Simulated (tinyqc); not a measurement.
What each parameter does: Shockley state of an s-p chain by decimation.

Each site has s at -d/2 and p at +d/2: H0 = diag(-d/2, d/2). The block to the next site on the right is H1 = [[-ts, u], [-u, tp]] (rows s, p of site n; columns s, p of site n + 1). Bulk: H(k) = [[-d/2 - 2 ts cos k, 2i u sin k], [-2i u sin k, d/2 + 2 tp cos k]]. The bands are inverted at k = pi if d < 2 (ts + tp).

Decimation (Sancho-Rubio) at z = E + i eta: start with es = e = H0, A = H1, B = H1^T. Each round forms g = (z - e)^-1 and sets es += A g B, e += A g B + B g A, A = A g A, B = B g B, doubling the length covered. Stop when all |A| < 1e-10. Surface G = (z - es)^-1, bulk G = (z - e)^-1; densities -Im tr G/pi.

Parameters, chosen for this exercise: d = 5.8 eV (Ep - Es); ts = 0.97 eV (s-s hopping); tp = 1.43 eV (p-p hopping); u = 0.89 eV (s-p hopping); E = 0.31 eV (energy); eta = 0.05 eV (broadening).

Gap edges from 201 k points between 0 and pi, and the surface density at E by decimation.

Results for these values:
```
case  top of lower band (eV)  bottom of upper band (eV)  surface density (1/eV)
base                 -0.9600                     0.0400                  0.0972
```

What happens to each result for u = 0.979 eV, all else kept?

Answer: top of lower band does not change at the printed digits; bottom of upper band does not change at the printed digits; surface density falls from 0.0972 to 0.0971.

The same for each parameter in turn:
```
case           top of lower band (eV)  bottom of upper band (eV)  surface density (1/eV)
base                          -0.9600                     0.0400                  0.0972
d = 6.38 eV                   -1.2500                     0.3300                  0.0227
ts = 1.067 eV                 -0.7660                     0.0400                  0.0992
tp = 1.573 eV                 -0.9600                    -0.2460                  0.1134
u = 0.979 eV                  -0.9600                     0.0400                  0.0971
eta = 0.1 eV                  -0.9600                     0.0400                  0.0951
```

The base chain is not inverted, so no surface state lies in the gap; E lies in the upper band.

Computed by tinyqc, a small Python program: `OMP_NUM_THREADS=1 python tinyqc.py 1480121 1480122 out.jsonl` (the numbers bound the seed that draws the inputs); one thread of a shared host (Intel(R) Xeon(R) Processor @ 2.30GHz), about 0.2 s for the whole set of steps.
